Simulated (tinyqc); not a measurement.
Concentration-dependent dopant diffusion with charged defects and the built-in field. From one set of inputs to another, one input at a time. Computed by tinyqc, a small Python program. Command: `OMP_NUM_THREADS=1 python tinyqc.py 3025603 3025604 out.jsonl extrinsic ladder`. One thread of a shared host (Intel(R) Xeon(R) Processor @ 2.30GHz), about 0.5 s of CPU time with the checks.

A constant source C_s feeds a half space. The dopant moves through neutral point defects and through charged ones, whose number grows with the majority carrier density n.

The inputs printed are set A. Inputs not listed in the table keep their values of set A, so the rows need not describe a real material.

Inputs (values chosen for the exercise, modelled on phosphorus in silicon):
```
quantity                        value    unit
neutral prefactor D0x            3.76  cm^2/s
neutral activation energy E0     3.66      eV
singly charged prefactor D01     4.43  cm^2/s
activation energy E1             3.98      eV
doubly charged prefactor D02     43.3  cm^2/s
activation energy E2             4.35      eV
surface concentration C_s     4.4e+19  1/cm^3
junction level C_B            6.4e+16  1/cm^3
temperature T                    1125       C
time t                            470       s
```

Field enhancement: on.

Constants: k_B = 8.617333262e-05 eV/K.

Method:
- n_i = 3.87e16 T^1.5 exp(-7014/T) per cm^3 (T in kelvin, an empirical form); each D = prefactor x exp(-E/(k_B T)); the intrinsic diffusivity D_i is their sum.
- Temperatures in kelvin are T(C) + 273.15.
- n = C/2 + sqrt(C^2/4 + n_i^2); D(C) = h [Dx + D1 (n/n_i) + D2 (n/n_i)^2], h = 1 + C/sqrt(C^2 + 4 n_i^2).
- With y = x/sqrt(D_s t), u = C/C_s and q = -(D/D_s) du/dy: du/dy = -q D_s/D, dq/dy = -(y/2) q D_s/D, u(0) = 1. The surface flux q(0) is shot so that u tends to 0 (LSODA, an adaptive multistep solver, relative tolerance 1e-10). Dose Q = 2 q(0) C_s sqrt(D_s t).
- The junction lies where C = C_B.

Each row keeps all changes above it:
```
input moved                                                                 from          to  junction depth x_j (nm)  enhancement D_s/D_i  junction in units of sqrt(D_s t)
set A                                                                          -           -                    572.2                 2.93                             2.966
neutral prefactor D0x (cm^2/s) and neutral activation energy E0 (eV)  3.76, 3.66  3.78, 3.67                    554.1                 3.01                             2.935
time t (s)                                                                   470         180                    342.9                 3.01                             2.935
surface concentration C_s (1/cm^3)                                       4.4e+19       1e+20                    409.4                 6.98                             2.300
temperature T (C)                                                           1125         925                     38.6                18.13                             1.753
singly charged prefactor D01 (cm^2/s)                                       4.43        4.07                     38.4                18.01                             1.754
junction level C_B (1/cm^3)                                              6.4e+16       2e+15                     42.8                18.01                             1.956
```

Which inputs carry the difference?

Junction depth x_j goes from 572 to 42.8, a factor 0.0748 in all. The largest single move comes from temperature T (a factor 0.0942). Enhancement D_s/D_i goes from 2.93 to 18.0, a factor 6.15 in all. The largest single move comes from temperature T (a factor 2.60). Junction in units of sqrt(D_s t) goes from 2.97 to 1.96, a factor 0.659 in all. The largest single move comes from temperature T (a factor 0.762), and junction level C_B works against it (a factor 1.12). The single moves hold for this order of the switches; the total does not depend on the order.

Caution (all rows): at such concentrations dopants can cluster or exceed their solubility; the active fraction and the diffusivity then fall below the model.

Extremes, crossings and ranges named in words are read from the listed rows.
